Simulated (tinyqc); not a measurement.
Worked calculation: Jacobi rotations on a symmetric matrix. One step of it, computed by the program tinyqc.

Problem. Jacobi rotation 2. Take the largest off-diagonal element A_pq; tan 2 theta = 2 A_pq / (A_qq - A_pp) with |theta| <= pi/4; A' = J^T A J with J_pp = J_qq = cos, J_pq = sin, J_qp = -sin.

A':
$$\begin{pmatrix}
2.288789 & -0.620105 & 0.000000 \\
-0.620105 & 4.807000 & 0.072351 \\
0.000000 & 0.072351 & 5.362211
\end{pmatrix}$$

Give: p, q, theta; A'.

Solution.

p, q, theta (rad): [1.0000, 2.0000, -0.2288]

A':
$$\begin{pmatrix}
2.1444 & 0.0000 & 0.0164 \\
0.0000 & 4.9514 & 0.0705 \\
0.0164 & 0.0705 & 5.3622
\end{pmatrix}$$
